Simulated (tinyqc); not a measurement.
Worked calculation: k.p theory built from an empirical-pseudopotential calculation at Gamma. Values are carried at full precision from step to step, so a last printed digit may differ when a step is redone from the rounded ones.

Empirical pseudopotential on the fcc lattice, atoms at +/- tau, tau = a (1,1,1)/8, no spin-orbit coupling. H(G,G') = c (2 pi/a)^2 |k + G|^2 delta + VS(q) cos(q.tau) + i VA(q) sin(q.tau), q = G - G', c = hbar^2/2m0; k and G in units of 2 pi/a; VS at |q|^2 = 3, 8, 11 and VA at 3, 4, 11, in rydberg, zero elsewhere. The basis is fixed: all 89 G with |G|^2 up to Gcut. Energies are counted from the fourth level at Gamma.

Constants: hbar^2/2m0 = 3.80998211 eV angstrom^2; Ry = 13.60569312 eV.

Inputs chosen for the exercise (near those of InAs; the results hold for these values, not for the real material): a = 6.032 angstrom (lattice constant); VS = (-0.214, -0, 0.051) Ry (symmetric form factors); VA = (0.082, 0.048, 0.031) Ry (antisymmetric form factors); Gcut = 19 (2 pi/a)^2 (largest |G|^2 of the fixed basis).

## Levels at Gamma

Diagonalise H at k = 0 and group equal levels.

Multiplets at Gamma:
```
multiplet  degeneracy    E (eV)
1                   1  -11.2796
2                   3    0.0000
3                   1    0.4602
4                   3    4.4321
5                   1    7.4118
6                   2    8.1704
7                   3   11.7754
8                   1   13.2383
9                   3   24.1404
```

The lowest empty multiplet is a singlet at 0.460 eV; the lowest empty singlet (s-like) is multiplet 3.

## Mass of the s-like conduction level (multiplet 3)

For a multiplet A of d_A states, W(B) = (4 c/(3 d_A)) sum over n in A, m in B and i = x, y, z of |<n|G_i|m>|^2 (G in 1/angstrom, <n|G_i|m> = sum_G c_n(G)* G_i c_m(G)); the mean inverse mass of A is 1 + sum_B W(B)/(E_A - E_B). Multiplets with W = 0 are left out.

List the couplings (the first eight at most); W to the valence triplet is the Kane energy Ep.

Couplings:
```
multiplet B  degeneracy  E_B (eV)   W (eV)  W/(E_A - E_B)
2                     3    0.0000  14.8061        32.1723
4                     3    4.4321   0.0007        -0.0002
7                     3   11.7754   0.3347        -0.0296
11                    3   24.2031   0.6468        -0.0272
12                    3   24.5850   0.1559        -0.0065
15                    3   36.3457   0.0483        -0.0013
16                    3   37.2002   0.0012         0.0000
18                    3   38.0900   0.0105        -0.0003
```

sum over the higher multiplets = -0.0029
1/m = 33.1043

Ep = 14.81 eV. The valence triplet gives 32.17, all other levels together -0.07; m = 0.0302, against 0.0301 for two levels alone.

## Valence parameters

Fold all other levels onto the valence triplet: D(u) = c + 4 c^2 sum_m <n|u.G|m><m|u.G|n'>/(0 - E_m), in units of c. Along [100] its eigenvalues are L (once) and M (twice); along [111] (L + 2M + 2N)/3 (once) and (L + 2M - N)/3 (twice). Then g1 = -(L + 2M)/3, g2 = -(L - M)/6, g3 = -N/6.

eigenvalues along [100]: -32.511  -1.795  -1.795

eigenvalues along [111]: -34.569  -0.767  -0.767

L, M, N: -32.511  -1.795  -33.803

g1, g2, g3: 12.034  5.119  5.634

With spin-orbit coupling added at fixed g1, g2, g3 and large against the hole energy these give heavy and light masses along [100] of 0.557 and 0.045. The s-like level alone adds Ep/(3E) = 10.72 to g1. Local form factors fix Ep and the gap only roughly, so these values can lie far from measured ones.

## Checks

- 1/m of the s-like level from the sum against the curvature of the band: both 33.10.
- L and M against the curvatures along [100]: largest relative difference 1.2e-05.

Computed by tinyqc, a small Python program: `OMP_NUM_THREADS=1 python tinyqc.py 1050601 1050602 out.jsonl` (the numbers bound the seed that draws the inputs); one thread of a shared host (Intel(R) Xeon(R) Processor @ 2.30GHz), about 0.5 s for the whole set of steps.
